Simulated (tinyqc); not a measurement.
## Composition from the perpendicular lattice constant

Question. The layer is x parts of the first compound and 1 - x of the second, grown coherently on the second as substrate and barrier. Rows of the table: lattice constant a, average valence level Ea on an absolute scale, spin-orbit splitting so, gaps at Gamma, X and L, hydrostatic deformation potentials av and ac (Gamma), shear potential b, elastic constants, electron and heavy-hole (along z) masses. All are interpolated linearly in x; gaps get -C x (1 - x), taken wholly in the conduction band; real line-ups can differ from this model by 0.1 eV or more. In-plane strain e = (a_substrate - a)/a, e_z = -2 (c12/c11) e, volume change 2 e + e_z. X-ray diffraction gives a_z = a (1 + e_z) of the coherent layer. Find x, e and the relaxed Gamma gap.

Parameters, values chosen for the exercise: bowing of the Gamma gap CG = 0.477 eV; bowing of the X gap CX = 1.4 eV; bowing of the L gap CL = 0.33 eV.

Binary compounds, values chosen for the exercise:
```
	close to InAs	close to GaAs
a (angstrom)	6.058	5.653
Ea (eV)	-6.67	-6.92
so (eV)	0.382	0.339
EG (eV)	0.352	1.4
EX (eV)	1.35	1.9
EL (eV)	1.06	1.73
av (eV)	1.01	1.16
ac (eV)	-5.06	-7.24
b (eV)	-1.78	-1.72
c11 (GPa)	83.9	117
c12 (GPa)	44.8	53.6
me (m0)	0.0231	0.0679
mh (m0)	0.334	0.355
```

lattice constant along the growth direction = 5.92250114 angstrom

Solution. a_z changes steadily with x, about (1 + 2 c12/c11) times as fast as the relaxed lattice constant, so one composition matches.

x = 0.340
e = -2.38 %
relaxed Gamma gap = 0.937 eV

Program tinyqc, `OMP_NUM_THREADS=1 python tinyqc.py 2690147 2690148 out.jsonl`; Intel Xeon 2.30GHz, shared host, one thread, about 0.01 s.
